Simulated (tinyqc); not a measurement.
All-pass ring resonator: two steps of the calculation.

A ring of length L = 2 pi Rr coupled to one bus waveguide: round-trip amplitude a = 10^(-al L/20), self-coupling t = sqrt(1 - k2). At detuning d from the resonance the round-trip phase is p = 2 pi d/FSR and the transmission T = (a^2 - 2 a t cos p + t^2)/(1 - 2 a t cos p + a^2 t^2). Lossless coupler, linear absorption only.

Inputs (values chosen for the exercise); values close to those of silicon waveguides: cold resonance wavelength lam = 1550 nm; ring radius Rr = 7.5 um; group index ng = 4.01; propagation loss al = 4.2 dB/cm; power coupling k2 = 0.0069; thermo-optic change of the effective index dT = 0.00018 1/K; thermal resistance Rt = 12 K/mW; share of the loss that heats the ring fa = 0.35; input power Pin = 0.058 mW; laser detuning from the cold resonance dl = -14 pm.

Constants: c = 299792458 m/s. Results are converted to the units shown.

Problem 1. Resonance parameters. FSR = lam^2/(ng L), finesse F = pi sqrt(a t)/(1 - a t), FWHM = FSR/F, Q = lam/FWHM, Tmin = (a - t)^2/(1 - a t)^2, power build-up k2 a^2/(1 - a t)^2, optical bandwidth c/(lam Q).

Find: a; t; FSR; F; FWHM; Q; Tmin; build-up; bandwidth.

Solution 1.

a = 0.99772
t = 0.99654
FSR = 12.714 nm
F = 547.26
FWHM = 23.232 pm
Q = 66718
Tmin = -13.717 dB
build-up = 209.63
bandwidth = 2.8990 GHz

The ring is overcoupled; critical coupling needs k2 = 1 - a^2 = 0.00455.

Problem 2. Thermal shift of the resonance. T is the transmission at d = dl - s, p = 2 pi d/FSR; out = (lam dT/ng) Rt fa (1 - T) Pin; s(new) = out.

s after iteration 1 = 6.6169190 pm
a = 0.99772395
t = 0.99654403
FSR = 12.713874 nm

Give: d; T; out; s after iteration 2.

Solution 2.

d = -20.62 pm
T = 0.7693
out = 3.910 pm
s after iteration 2 = 3.910 pm

tinyqc, about 0.01 s, one thread, Intel Xeon 2.30GHz (shared host): `OMP_NUM_THREADS=1 python tinyqc.py 2650036 2650037 out.jsonl`
